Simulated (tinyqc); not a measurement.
# Elastic trap-assisted tunnelling through a dielectric, step by step

Numbers from tinyqc (`OMP_NUM_THREADS=1 python tinyqc.py 2370104 2370105 out.jsonl`; about 0.03 s on one thread of a shared Intel Xeon 2.30GHz). Printed values are rounded.

Emitter at x = 0 (Fermi level 0), collector at x = t (Fermi level -V), band edge U(x) = phi - F x, F = V/t. A trap at x has the energy E = U(x) - Et. With G(u) = (4/(3 F)) sqrt(mo/C) max(u, 0)^1.5, C = hbar^2/(2 m0): S1 = G(phi - E) - G(Et), S2 = G(Et) - G(phi - V - E), T1,2 = exp(-S1,2). The steady rate through one trap is nu T1 T2 (f1 - f2)/(T1 + T2), f1 = f(E), f2 = f(E + V), f(y) = 1/(1 + exp(y/Vt)); both contacts offer states at E.

Inputs (values chosen for the exercise); dielectric values close to those of hafnium oxide: temperature T = 350 K; barrier above the emitter Fermi level phi = 1.53 eV; tunnelling mass mo = 0.2 m0; thickness t = 4.3 nm; trap depth below the band edge of the dielectric Et = 1.44 eV; trap density Nt = 2.3e17 cm^-3; attempt frequency nu = 1e13 1/s; points of the grid n = 9; voltage V = 1.26 V; left end of the grid xa = 0.76 nm; right end of the grid xb = 2.94 nm.

Constants: q = 1.602176634e-19 C, kB = 1.380649e-23 J/K, hbar = 1.054571817e-34 J s, m0 = 9.1093837015e-31 kg, Vt = kB T/q, hbar^2/(2 m0) = 0.0380998212 eV nm^2. Results are converted to the units shown.

Range of the model: Phonon-assisted (inelastic) capture, chains of traps and a spread of trap depths are left out.

## Rate through a trap near the best position

n equally spaced x from xa to xb, where nearly all of the current flows; J = q Nt times the integral of the rate, by Simpson's rule.

```
point,x (nm),E (eV),S1,S2,f1 - f2,rate (1/s)
0,0.76000,-0.132698,4.3367,15.3508,0.987868,2.12769e6
1,1.03250,-0.212547,5.9660,14.5204,0.999131,4.93652e6
2,1.30500,-0.292395,7.6330,13.6180,0.999938,1.21521e7
3,1.57750,-0.372244,9.3370,12.6491,0.999996,3.09752e7
4,1.85000,-0.452093,11.0772,11.6179,1.00000,5.68987e7
5,2.12250,-0.531942,12.8528,10.5280,1.00000,2.38557e7
6,2.39500,-0.611791,14.6630,9.3824,1.00000,4.26305e6
7,2.66750,-0.691640,16.5074,8.1837,1.00000,6.77376e5
8,2.94000,-0.771488,18.3852,6.9342,1.00000,1.03613e5
```

J = 0.130755 A/cm^2

A converged quadrature gives 0.1373 A/cm^2; this grid is 4.8 % below that. The rate peaks at x = 1.85 nm; traps sink below the emitter Fermi level beyond x = 0.307 nm.

## The best-placed trap against direct tunnelling

xs = 1.85 nm

At x = xs: E, S1, S2 and the occupation (T1 f1 + T2 f2)/(T1 + T2). Direct tunnelling at E = 0 has S = (4/(3 F)) sqrt(mo/C) [phi^1.5 - max(phi - V, 0)^1.5].

E = -0.452093 eV
S1 = 11.0772
S2 = 11.6179
occupation = 0.631985
S of direct tunnelling = 18.2674

The harder of the two steps has S = 11.6, 63.6 % of the direct exponent: the trap splits one long tunnelling path into two short ones.
